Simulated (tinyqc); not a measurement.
Donors with valley-orbit split 1s states: one step. Partition sums of the neutral donor.

Each donor binds at most one electron, in any of its states. For a site s, W_s = sum over its states of g exp(E/kT), and the ionised share is 1/(1 + W_s exp(eta)), eta = (EF - Ec)/kT; n = Nc F_1/2(eta); neutrality n + NA = ND x (mean ionised share); holes are neglected. Nc from N = 2 (m kB T/(4 pi c))^(3/2) with c = hbar^2/2m0, in 1/angstrom^3; times 1e24 for 1/cm^3, m = md. F_j(eta) = (1/Gamma(j + 1)) integral_0^infinity x^j dx/(1 + exp(x - eta)), which tends to exp(eta) for eta << 0.

Constants: hbar^2/2m0 = 3.80998211 eV angstrom^2; kB = 8.617333262e-05 eV/K.

Inputs chosen for the exercise (near those of As in Si; the results hold for these values, not for the real material): md = 1.035 m0 (density-of-states mass of the conduction band); E = (54.6, 33, 32.1) meV (binding energies of 1s(A1), 1s(T2), 1s(E)); g = (2, 6, 4) (their degeneracies with spin); T = 300 K.

Task: Give each term g exp(E/kT), W_s, and the effective degeneracy W_s exp(-E_ground/kT).

Give: Nc; terms; W_s; effective degeneracy.

Result:

Nc = 2.6423e+19 1/cm^3

terms: 1s(A1) 16.53, 1s(T2) 21.50, 1s(E) 13.85

W_s: donor 51.880

effective degeneracy: donor 6.277

The ground state alone would give 2 and all states together 12; here the excited states hold 68 % of the bound electrons.

Run: tinyqc, `OMP_NUM_THREADS=1 python tinyqc.py 1651551 1651552 out.jsonl`; Intel(R) Xeon(R) Processor @ 2.30GHz, one thread, shared host; about 0.02 s of CPU time with all checks.
